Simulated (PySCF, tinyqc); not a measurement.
RHF in the sto-3g basis, for H4, spin multiplicity 1, step by step. The lowest restricted solution is unstable here: a spin-polarised one lies 0.0097 hartree lower (PySCF). One step of it, computed by the program tinyqc.

Problem. Iteration 12 (converged): orbitals. Diagonalise F' = X^T F X, C = X C', fill 2 alpha and 2 beta electrons from the bottom; D = 2 C_occ C_occ^T. Each column has its largest component positive (the first on a tie).

converged F (hartree):
```
           1H 1s      2H 1s      3H 1s      4H 1s
1H 1s  -0.187453  -0.392954  -0.048307   0.009602
2H 1s  -0.392954  -0.211768  -0.182659  -0.048239
3H 1s  -0.048307  -0.182659  -0.211552  -0.392600
4H 1s   0.009602  -0.048239  -0.392600  -0.187234
```

X:
```
           1H 1s      2H 1s      3H 1s      4H 1s
1H 1s   1.061031  -0.213283   0.024314  -0.004532
2H 1s  -0.213283   1.086586  -0.139458   0.024290
3H 1s   0.024314  -0.139458   1.086404  -0.212948
4H 1s  -0.004532   0.024290  -0.212948   1.060853
```

Give: F' = X^T F X; orbital energies; coefficients C; D after iteration 12.

Solution.

F' = X^T F X (hartree):
```
         1        2        3        4
1  -0.0436  -0.3813   0.0301   0.0072
2  -0.3813  -0.0281  -0.1741   0.0301
3   0.0301  -0.1741  -0.0283  -0.3809
4   0.0072   0.0301  -0.3809  -0.0438
```

orbital energies (hartree): MO1 -0.4800, MO2 -0.3753, MO3 0.2413, MO4 0.4702

coefficients C:
```
          MO1      MO2      MO3      MO4
1H 1s  0.3594  -0.4870   0.6681  -0.5993
2H 1s  0.4428  -0.4045  -0.5195   0.7852
3H 1s  0.4418   0.4057  -0.5209  -0.7839
4H 1s  0.3583   0.4880   0.6691   0.5976
```

D after iteration 12:
```
         1H 1s    2H 1s    3H 1s    4H 1s
1H 1s   0.7327   0.7123  -0.0776  -0.2178
2H 1s   0.7123   0.7193   0.0629  -0.0775
3H 1s  -0.0776   0.0629   0.7196   0.7126
4H 1s  -0.2178  -0.0775   0.7126   0.7330
```
